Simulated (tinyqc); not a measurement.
# Cap thickness from the capacitance plateau

Question. With only the buried channel on, 1/C = 1/Cox + (tc + zc)/(eps0 eps_r), Cox = eps0 eox/tox. Find tc and the oxide-equivalent thickness 3.9 eps0/C.

Values chosen for this exercise; band and dielectric values close to those of silicon:
```
symbol  value  unit                                                                 meaning
eps_r    11.5                                                         relative permittivity
eox       3.9        relative permittivity of the gate insulator (close to silicon dioxide)
tox       2.3    nm                                                     insulator thickness
zc        0.8    nm                    depth of the hole centroid below the top of the SiGe
```

Constants: eps0 = 8.8541878128e-14 F/cm where lengths are in cm. Results are converted to the units shown.

plateau of C/Cox with only the buried channel on = 0.71525149

Solution. The cap and the centroid act as a second capacitor in series with the insulator.

tc = 1.900 nm
equivalent thickness = 3.216 nm

Program tinyqc, `OMP_NUM_THREADS=1 python tinyqc.py 2042022 2042023 out.jsonl`; Intel Xeon 2.30GHz, shared host, one thread, about 0.03 s.
